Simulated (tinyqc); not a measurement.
From results back to parameters: thin-film optics by transfer matrices. Three cases, with inputs chosen for the exercise.

Problem. A bare substrate in air: with rho = tan(Psi) exp(i Delta), Delta = 180 degrees at small angles on a dielectric, conj(eps) = sin^2(theta) [1 + tan^2(theta) ((1 - rho)/(1 + rho))^2], and n + i k = sqrt(eps).

Case 1.

Values chosen (out of a larger set: indices near those of resist, SiO2 on Si; not measured data): lam = 633 nm (vacuum wavelength); theta_e = 70 degrees (angle of the ellipsometer).

Psi = 10.7328 degrees
Delta = 179.2472 degrees

Case 2.

Values chosen (out of a larger set: indices near those of resist, ARC on polySi; not measured data): lam = 365 nm (vacuum wavelength); theta_e = 60 degrees (angle of the ellipsometer).

Psi = 31.6158 degrees
Delta = 165.1424 degrees

Case 3.

Values chosen (out of a larger set: indices near those of resist, ARC on Cu; not measured data): lam = 633 nm (vacuum wavelength); theta_e = 70 degrees (angle of the ellipsometer).

Psi = 43.1112 degrees
Delta = 110.1493 degrees

Find: rho; eps; n; k.

Solution. Form rho, insert it, conjugate, and take the root with k >= 0.

Case 1.

rho = -0.1895+0.0025i
eps = 15.24+0.15i
n = 3.904
k = 0.019

Case 2.

rho = -0.5950+0.1578i
eps = 18.78+24.72i
n = 4.991
k = 2.476

Case 3.

rho = -0.3225+0.8789i
eps = -12.63+1.91i
n = 0.268
k = 3.564

Computed by tinyqc, one run a case: `OMP_NUM_THREADS=1 python tinyqc.py N N+1 out.jsonl` with N = 1681428, 1681470, 1681484; one thread of a shared Intel(R) Xeon(R) Processor @ 2.30GHz, about 0.01 s a run at most.
